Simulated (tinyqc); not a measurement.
Worked calculation: empirical pseudopotential in a few plane waves. One step of it, computed by the program tinyqc.

Question. Bloch Hamiltonian at k. Basis: the 15 shortest G (labels in 2 pi/a), the same at every k. H(G,G') = c |k + G|^2 delta + VS(|G-G'|^2) cos((G-G').tau) + i VA sin((G-G').tau), tau = a/8 (1,1,1); 1 Ry = 13.605693 eV.

Parameters chosen for this model: fcc lattice, atoms at +/- a/8 (1,1,1); form factors in rydberg at |G|^2 in units of (2 pi/a)^2:
```
parameter                 value      unit
a                      5.430000  angstrom
VS(3)                 -0.232000        Ry
VS(8)                  0.007000        Ry
VS(11)                 0.068000        Ry
VA(3)                         0        Ry
VA(4)                         0        Ry
VA(11)                        0        Ry
hbar^2/2m (2 pi/a)^2   5.101325        eV
```

k point k (2 pi / a): 0.500000  0.540000  0.350000

Give: H(k) at k.

Answer.

H(k) at k (eV), lower triangle:
```
         +0+0+0   -1-1-1   -1-1+1   -1+1-1   -1+1+1   +1-1-1   +1-1+1   +1+1-1
+0+0+0   3.3878
-1-1-1   2.2320   4.5101
-1-1+1  -2.2320   0.0000  11.6519
-1+1-1  -2.2320   0.0000   0.0952  15.5289
-1+1+1  -2.2320  -0.0952   0.0000   0.0000  22.6708
+1-1-1  -2.2320   0.0000   0.0952   0.0952   0.0000  14.7127
+1-1+1  -2.2320  -0.0952   0.0000   0.0000   0.0952   0.0000  21.8546
+1+1-1  -2.2320  -0.0952   0.0000   0.0000   0.0952   0.0000   0.0952  25.7316
+1+1+1   2.2320   0.0000  -0.0952  -0.0952   0.0000  -0.0952   0.0000   0.0000
-2+0+0   0.0000  -2.2320  -2.2320  -2.2320   2.2320   0.6542  -0.6542  -0.6542
+0-2+0   0.0000  -2.2320  -2.2320   0.6542  -0.6542  -2.2320   2.2320  -0.6542
+0+0-2   0.0000  -2.2320   0.6542  -2.2320  -0.6542  -2.2320  -0.6542   2.2320
+0+0+2   0.0000  -0.6542   2.2320  -0.6542  -2.2320  -0.6542  -2.2320   0.6542
+0+2+0   0.0000  -0.6542  -0.6542   2.2320  -2.2320  -0.6542   0.6542  -2.2320
+2+0+0   0.0000  -0.6542  -0.6542  -0.6542   0.6542   2.2320  -2.2320  -2.2320

         +1+1+1   -2+0+0   +0-2+0   +0+0-2   +0+0+2   +0+2+0   +2+0+0
+1+1+1  32.8734
-2+0+0  -0.6542  13.5904
+0-2+0  -0.6542   0.0952  12.7742
+0+0-2  -0.6542   0.0952   0.0952  16.6512
+0+0+2  -2.2320  -0.0952  -0.0952   0.0000  30.9349
+0+2+0  -2.2320  -0.0952   0.0000  -0.0952   0.0952  34.8120
+2+0+0  -2.2320   0.0000  -0.0952  -0.0952   0.0952   0.0952  33.9957
```
